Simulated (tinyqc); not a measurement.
CMOS inverter, nodal equation and switching: effect of the slope factor.

An n-channel pull-down (bn, VTn) and a p-channel pull-up (bp, VTp) share the input Vin and the output node Vout, which carries the load C. Transistor (EKV form, voltages against the body): I = 2 n b Vt^2 [F(vp - Vs) - F(vp - Vd)] from drain to source, F(v) = ln^2(1 + exp(v/(2 Vt))), vp = (Vg - VT + sg |Vd - Vs|)/n. n-channel bodies are at 0; for the p-channel device all voltages are counted down from Vdd. b in uA/V^2 gives I in uA. Static: In = Ip. Transient: C dVout/dt = Ip - In. No velocity saturation, no gate capacitance beyond C.

VM solves In = Ip with Vin = Vout; VIL and VIH are the inputs of gain -1, NML = VIL - Vout(VIH), NMH = Vout(VIL) - VIH. For a step input the delay to Vdd/2 is tHL = C times the integral of dV/(In - Ip) from Vdd/2 to Vdd at Vin = Vdd, and tLH likewise with Ip - In from 0 to Vdd/2 at Vin = 0.

Values chosen for this exercise: temperature T = 300 K; supply voltage Vdd = 0.75 V; drain-induced barrier lowering sg = 0.082; n-channel threshold VTn = 0.35 V; p-channel threshold (magnitude) VTp = 0.27 V; gain factor of the pull-down transistor bn = 300 uA/V^2; gain factor of the pull-up transistor bp = 240 uA/V^2; load capacitance C = 0.73 fF.

Constants: q = 1.602176634e-19 C, kB = 1.380649e-23 J/K, Vt = kB T/q. Results are converted to the units shown.

Results:
```
n,VM (V),gain at VM,NML (V),NMH (V),tHL (ps),tLH (ps)
1,0.4058,-12.19,0.3198,0.2547,9.210,8.356
1.1,0.4055,-12.19,0.3199,0.2551,10.11,9.129
1.2,0.4052,-12.19,0.3198,0.2553,11.02,9.926
1.4,0.4046,-12.19,0.3189,0.2554,12.85,11.55
1.5,0.4043,-12.19,0.3183,0.2553,13.76,12.37
1.6,0.4039,-12.19,0.3176,0.2553,14.67,13.19
```

Estimate the missing row, n = 1.3.

Computed row:
```
n,VM (V),gain at VM,NML (V),NMH (V),tHL (ps),tLH (ps)
1.3,0.4049,-12.19,0.3194,0.2554,11.93,10.74
```

With this row back in the table: As n goes from 1 to 1.6, VM stays near 0.405 V, the size of the gain stays near 12.2, tHL rises from 9.21 to 14.7 ps and tLH rises from 8.36 to 13.2 ps. The smaller margin is largest, 0.255 V, at n = 1.4 among the rows.

Program tinyqc, `OMP_NUM_THREADS=1 python tinyqc.py 2340077 2340078 out.jsonl`; Intel Xeon 2.30GHz, shared host, one thread, about 0.04 s.
